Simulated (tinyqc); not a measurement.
# A six-terminal Hall bar with edge channels and a constriction, Landauer-Buettiker equations, step by step

Computed by the program tinyqc: `OMP_NUM_THREADS=1 python tinyqc.py 2700127 2700128 out.jsonl`, one thread of a shared Intel Xeon 2.30GHz, about 0.01 s for the whole run. Printed values are rounded.

Contacts 1 (source) and 4 (drain) end the bar; 2 and 3 lie on the upper edge, 6 and 5 on the lower edge, with a constriction between 2 and 3 (and between 6 and 5). Carriers run 1 to 2 to 3 to 4 to 5 to 6 to 1 in M channels. The constriction passes Tc from 2 to 3 and from 5 to 6, and turns M - Tc from 2 to 6 and from 5 to 3. Signs are those of positive carriers; V4 = 0.

Parameters, values chosen for the exercise: edge channels, spin counted singly M = 4; summed transmission of the constriction Tc = 4; current from contact 1 to contact 4 I = 50 nA.

Constants: q = 1.602176634e-19 C, h = 6.62607015e-34 J s. Results are converted to the units shown.

## Transmission matrix

T_ij is the transmission from contact j to contact i.

T_ij:

|  | 1 | 2 | 3 | 4 | 5 | 6 |
|---|---|---|---|---|---|---|
| 1 | 0 | 0 | 0 | 0 | 0 | 4 |
| 2 | 4 | 0 | 0 | 0 | 0 | 0 |
| 3 | 0 | 4 | 0 | 0 | 0 | 0 |
| 4 | 0 | 0 | 4 | 0 | 0 | 0 |
| 5 | 0 | 0 | 0 | 4 | 0 | 0 |
| 6 | 0 | 0 | 0 | 0 | 4 | 0 |

## Voltages

I_i = (q^2/h) [M V_i - sum_j T_ij V_j], with I_1 = I, V_4 = 0 and no current at 2, 3, 5, 6.

| contact | V (uV) |
|---|---|
| 1 | 322.6601 |
| 2 | 322.6601 |
| 3 | 322.6601 |
| 4 | 0.0000 |
| 5 | 0.0000 |
| 6 | 0.0000 |

## Resistances

R(a,b) = (V_a - V_b)/I.

resistances (kohm): R(1,4) 6.453202, R(2,3) 0.000000, R(2,6) 6.453202, R(2,5) 6.453202, R(3,6) 6.453202

In units of h/q^2: R(1,4) = R(2,5) = 1/Tc, R(2,3) = 1/Tc - 1/M, R(2,6) = 1/M, R(3,6) = 2/M - 1/Tc.
